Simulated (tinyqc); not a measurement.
Free and trapped electrons in a MOS channel with a dense trap tail: free and trapped charge against gate voltage.

p-type body, charge-sheet picture, full ionisation (an idealisation for deep acceptors), Boltzmann statistics for free electrons. e = Ec - EF at the surface. Acceptor-like traps of density D(E) = D0 + De exp(-E/Ew) at depth E below Ec, from 0 to Eu, hold n_t = integral of D(E)/(1 + exp((e - E)/Vt)). psi = Eg - Vt ln(Nv/Na) - e; N_dep = sqrt(2 eps0 eps_r Na (psi - Vt)/q); n_f = sqrt(N_dep^2 + 2 eps0 eps_r Vt Nc exp(-e/Vt)/q) - N_dep; Vg = Vfb + psi + q (N_dep + n_t + n_f)/Cox, Cox = eps0 eox/tox.

Free share n_f/(n_f + n_t); swing ln 10 n_f/(dn_f/dVg); field-effect mobility mf q (dn_f/dVg)/Cox, for a constant mf; oxide field q (N_dep + n_t + n_f)/(eps0 eox).

Parameters, values chosen for the exercise; band and dielectric values close to those of 4H silicon carbide:
- T = 475 K (temperature)
- Eg = 3.25 eV (band gap)
- eps_r = 9.86 (relative permittivity)
- Nc = 3.43e19 cm^-3 (conduction-band density of states at T)
- Nv = 4.94e19 cm^-3 (valence-band density of states at T)
- eox = 3.9 (relative permittivity of the insulator)
- tox = 50 nm (insulator thickness)
- Na = 1.5e17 cm^-3 (acceptor density)
- Vfb = -2.76 V (flat-band voltage without trapped charge)
- D0 = 6.8e10 cm^-2 eV^-1 (constant background density of acceptor-like traps)
- De = 5.7e13 cm^-2 eV^-1 (density of the tail at the conduction edge)
- Ew = 0.06 eV (decay energy of the tail)
- Eu = 0.97 eV (depth below Ec down to which the traps reach)
- mf = 190 cm^2/(V s) (mobility of free electrons)

Constants: q = 1.602176634e-19 C, kB = 1.380649e-23 J/K, Vt = kB T/q, eps0 = 8.8541878128e-14 F/cm where lengths are in cm. Results are converted to the units shown.

Free and trapped charge against gate voltage:

| Vg (V) | e (eV) | n_f (cm^-2) | n_t (cm^-2) | free share (%) | swing (mV/decade) | field-effect mobility (cm^2/(V s)) | oxide field (MV/cm) |
|---|---|---|---|---|---|---|---|
| 4.2 | 0.6374 | 6.755e5 | 2.283e10 | 0.002959 | 203.2 | 0.003375 | 0.9169 |
| 5.4 | 0.2369 | 1.105e10 | 1.955e11 | 5.352 | 752.2 | 14.91 | 1.077 |
| 6.5 | 0.1564 | 7.669e10 | 5.384e11 | 12.47 | 2137 | 36.42 | 1.281 |
| 7.6 | 0.1183 | 1.888e11 | 8.695e11 | 17.84 | 3623 | 52.88 | 1.493 |
| 8.8 | 0.09087 | 3.540e11 | 1.199e12 | 22.79 | 5272 | 68.15 | 1.728 |
| 9.9 | 0.07188 | 5.399e11 | 1.472e12 | 26.83 | 6792 | 80.68 | 1.944 |
| 11 | 0.05625 | 7.559e11 | 1.718e12 | 30.55 | 8318 | 92.23 | 2.161 |
| 12.1 | 0.04283 | 9.996e11 | 1.938e12 | 34.03 | 9850 | 103.0 | 2.378 |
| 13.3 | 0.02997 | 1.295e12 | 2.149e12 | 37.60 | 1.154e4 | 113.9 | 2.615 |

n_f reaches 1e11 cm^-2 at Vg = 6.77 V, against 5.33 V without traps. The free share rises from 0.00296 to 37.6 % and the field-effect mobility rises from 0.00337 to 114 cm^2/(V s), although mf = 190 is constant: in the last row 60.0 % of Cox dVg goes into free electrons. The swing in the first row is 203 mV a decade (Vt ln 10 = 94.3). For Vg = 9.9, 11, 12.1, 13.3 EF lies less than 2 Vt below the band edge, or above it, where degeneracy and confinement, left out, matter.

Program tinyqc, `OMP_NUM_THREADS=1 python tinyqc.py 2222029 2222030 out.jsonl`; Intel Xeon 2.30GHz, shared host, one thread, about 0.02 s.
